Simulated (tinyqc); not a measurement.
What each parameter does: hole subbands of a hard-walled well, four-band Luttinger model.

Hole energies are counted downwards from the unstrained band edge, c = hbar^2/2m0. After the usual block transformation one block is H = [[P + Q - Zs, R - i S], [R + i S, P - Q + Zs]] in (heavy, light), with P +/- Q = c [(g1 +/- g2) k^2 + (g1 -/+ 2 g2) kz^2], R = sqrt(3) c gR k^2, S = 2 sqrt(3) c g3 k kz, kz = -i d/dz; axial approximation gR = (g2 + g3)/2. Zs = b (e_par - e_perp) is the shear part of the strain (the hydrostatic part shifts all levels alike and is left out). Basis sqrt(2/L) sin(n pi z/L), n = 1 to N, for each component: kz^2 gives (n pi/L)^2 and the heavy-light block is R delta_nm - 2 sqrt(3) c g3 k D_nm with D_nm = 4 n m/(L (n^2 - m^2)) for n + m odd, 0 otherwise. The other block has the same levels. The split-off band is left out.

Constants: hbar^2/2m0 = 3.80998211 eV angstrom^2.

Inputs chosen for the exercise (near those of GaAs; not measured data):
- g1 = 6.99 (Luttinger gamma1)
- g2 = 2.06 (gamma2)
- g3 = 2.94 (gamma3)
- L = 175 angstrom (well width along [001])
- Zs = 0 eV (shear strain energy)
- k = 0.0286 1/angstrom (wave vector in the plane)

N = 20; the three lowest hole energies at the given k and the heavy weight of the lowest.

Results for these values:
```
case  E1 (meV)  E2 (meV)  E3 (meV)  heavy weight
base      9.21     17.21     32.42         0.452
```

What happens to each result for g3 = 2.7, all else kept?

Answer: E1 rises from 9.21 to 10.91; E2 rises from 17.21 to 19.91; E3 rises from 32.42 to 35.23; heavy weight falls from 0.452 to 0.444.

The same for each parameter in turn:
```
case                   E1 (meV)  E2 (meV)  E3 (meV)  heavy weight
base                       9.21     17.21     32.42         0.452
g1 = 7.55                 12.14     21.80     39.41         0.444
g2 = 2.27                  8.54     16.33     30.17         0.454
g3 = 2.7                  10.91     19.91     35.23         0.444
L = 185 angstrom           8.70     15.77     29.51         0.443
Zs = 0.02 eV               2.43      6.45     18.76         0.836
k = 0.0372 1/angstrom     12.57     19.42     34.67         0.414
```

Computed by tinyqc, a small Python program: `OMP_NUM_THREADS=1 python tinyqc.py 1250578 1250579 out.jsonl` (the numbers bound the seed that draws the inputs); one thread of a shared host (Intel(R) Xeon(R) Processor @ 2.30GHz), about 0.09 s for the whole set of steps.
